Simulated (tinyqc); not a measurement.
Charge needed for a dipole step.

Two sheets of opposite charge dd apart with permittivity ei give the step D = q N dd/(eps0 ei).

Inputs (values chosen for the exercise):
- ei = 5.4 (relative permittivity inside the dipole layer)
- dd = 0.23 nm (thickness of the dipole layer)

Constants: q = 1.602176634e-19 C, eps0 = 8.8541878128e-14 F/cm where lengths are in cm. Results are converted to the units shown.

Result of one run:

| D (V) | field (MV/cm) | moment (debye/nm^2, 1 D = 3.33564e-30 C m) |
|---|---|---|
| 0.8478 | 36.86 | 12.15 |

Which charge in each sheet N gave this result: 1e12, 2.7e12, 4.5e13 or 1.1e14 cm^-2?

N = 1.1e14 cm^-2.

The whole series:

| N (cm^-2) | D (V) | field (MV/cm) | moment (debye/nm^2, 1 D = 3.33564e-30 C m) |
|---|---|---|---|
| 1e12 | 0.007707 | 0.3351 | 0.1105 |
| 2.7e12 | 0.02081 | 0.9048 | 0.2983 |
| 6.8e12 | 0.05241 | 2.279 | 0.7512 |
| 1.7e13 | 0.1310 | 5.697 | 1.878 |
| 4.5e13 | 0.3468 | 15.08 | 4.971 |
| 1.1e14 | 0.8478 | 36.86 | 12.15 |
| 2.9e14 | 2.235 | 97.18 | 32.04 |

D is proportional to N, 0.1 V for 1.30e13 cm^-2. The same sheet as an uncompensated charge under 1 nm of a dielectric of permittivity 3.9 would shift the flat band by 0.602 V, and that shift would grow with thickness, which a dipole step does not. For N = 1.1e14, 2.9e14 the field exceeds 20 MV/cm; it acts over one bond length, where the sheet picture is only a bookkeeping device.

Program tinyqc, `OMP_NUM_THREADS=1 python tinyqc.py 2410130 2410131 out.jsonl`; Intel Xeon 2.30GHz, shared host, one thread, about 0.01 s.
